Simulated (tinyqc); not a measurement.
Physical sputtering: collision-cascade yield, angular dependence, faceting and resputtering in deposition: one step, computed by the program tinyqc. Command: `OMP_NUM_THREADS=1 python tinyqc.py 3023510 3023511 out.jsonl sputter walk`. One thread of a shared host (Intel(R) Xeon(R) Processor @ 2.30GHz), about 0.01 s of CPU time with the checks.

Ions start collision cascades; atoms that reach the surface with more than U leave. The target is amorphous or fine-grained.

Problem. Oblique incidence. Angular law: Y/Y0 = t^f exp(-f cos(a_opt)(t - 1)), t = 1/cos(angle), largest at a_opt. A plane tilted by the angle recedes along the beam at a speed proportional to Y(angle), and along its own normal as Y cos(angle).

Inputs (values chosen for the exercise, modelled on gallium ions on silicon): angular exponent f = 2.4; angle of the largest yield = 71 degrees; angle of incidence = 10 degrees.

yield Y0 = 1.763642 atoms per ion

Give: Y/Y0 at the angle; yield at the angle; normal speed relative to a flat surface; largest Y/Y0.

Solution.

Y/Y0 at the angle = 1.025

yield at the angle = 1.808 atoms per ion

normal speed relative to a flat surface = 1.009

largest Y/Y0 = 2.929
